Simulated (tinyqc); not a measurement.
Changing the roughness of the surface sigma_1: X-ray reflectivity of a thin film on silicon: critical angles, Parratt recursion, fringes and roughness. Computed by tinyqc, a small Python program. Command: `OMP_NUM_THREADS=1 python tinyqc.py 3120982 3120983 out.jsonl xrr sweep`. One thread of a shared host (Intel(R) Xeon(R) Processor @ 2.30GHz), about 0.01 s of CPU time with the checks.

n = 1 - delta + i beta; the classical electron radius is r_e = 2.8179403e-6 nm. Layer 0 is vacuum, 1 the film, 2 the substrate.

Inputs (values chosen for the exercise, modelled on tungsten on silicon, copper K-alpha radiation):
```
quantity                                        value     unit
wavelength lambda                             0.15406       nm
film density rho                                 18.5   g/cm^3
effective electrons per unit mass, film         0.404    mol/g
beta/delta, film                                0.079        -
film thickness d                                 68.7       nm
roughness of the interface sigma_2               0.25       nm
substrate density                                2.33   g/cm^3
effective electrons per unit mass, substrate    0.507    mol/g
beta/delta, substrate                           0.023        -
grazing angle theta                              2.42  degrees
```

Constants: N_A = 6.02214076e+23 1/mol.

Method:
- delta = r_e lambda^2 rho_e/(2 pi), rho_e = density x electrons per mass x N_A; critical angle sqrt(2 delta), q_c = 4 sqrt(pi r_e rho_e).
- k_j = (2 pi/lambda) sqrt(sin^2 theta - 2 delta_j + 2 i beta_j); r_ij = (k_i - k_j)/(k_i + k_j) x exp(-2 k_i k_j sigma^2) (Nevot-Croce); r = (r_01 + r_12 p)/(1 + r_01 r_12 p), p = exp(2 i k_1 d); R = |r|^2.
- Far above the critical angle the period is d theta = lambda/(2 d), or 2 pi/d in q; the envelope runs between (|r_01| - |r_12 p|)^2 and (|r_01| + |r_12 p|)^2; contrast = 2 a b/(a^2 + b^2) with a = |r_01|, b = |r_12 p|; roughness factors on the amplitudes are about exp(-q^2 sigma^2/2).

One run for each value:
```
roughness of the surface sigma_1 (nm)    contrast  roughness factor, surface  reflectivity R
0.0                                    6.2729e-01                 1.0000e+00      3.0801e-04
0.2                                    7.4198e-01                 7.8880e-01      2.1802e-04
0.4                                    9.9294e-01                 3.8714e-01      9.0725e-05
0.6                                    6.3097e-01                 1.1822e-01      3.8382e-05
0.8                                    1.4057e-01                 2.2462e-02      2.6262e-05
1.0                                    1.7700e-02                 2.6555e-03      2.4151e-05
1.2                                    1.3980e-03                 1.9533e-04      2.3887e-05
1.4                                    6.9590e-05                 8.9397e-06      2.3866e-05
1.6                                    2.1834e-06                 2.5457e-07      2.3865e-05
```

Describe and explain the trends.

Over the rows, contrast goes from 0.627 through a maximum among these rows, 0.993 at 0.400, to 2.18e-6; roughness factor, surface falls from 1.00 to 2.55e-7; reflectivity R falls from 3.08e-4 to 2.39e-5. The contrast is largest at sigma_1 = 0.4 nm among these rows, where the two amplitudes are most nearly equal.

Extremes, crossings and ranges named in words are read from the listed rows.
